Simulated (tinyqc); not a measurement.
## Permittivity and interface capacitance from two thicknesses

Inverse problem. 1/C = t/(eps0 ek) + 2/ci for planar capacitors that differ only in thickness. Find ek, ci and the EOT of the interfaces, 2 x 3.9 eps0/ci.

Constants: eps0 = 8.8541878128e-14 F/cm where lengths are in cm. Results are converted to the units shown.

C at t = 3 and 9 nm (uF/cm^2): [2.0981239, 0.74573442]

Solution. 1/C is a straight line in t: the slope gives ek and the intercept 2/ci. A single thickness would give only the effective permittivity; when the interfaces are a small part of 1/C, ci needs very accurate data.

ek = 7.840
ci = 45.00 uF/cm^2
EOT of the interfaces = 0.1535 nm

tinyqc, about 0.01 s, one thread, Intel Xeon 2.30GHz (shared host): `OMP_NUM_THREADS=1 python tinyqc.py 2102173 2102174 out.jsonl`
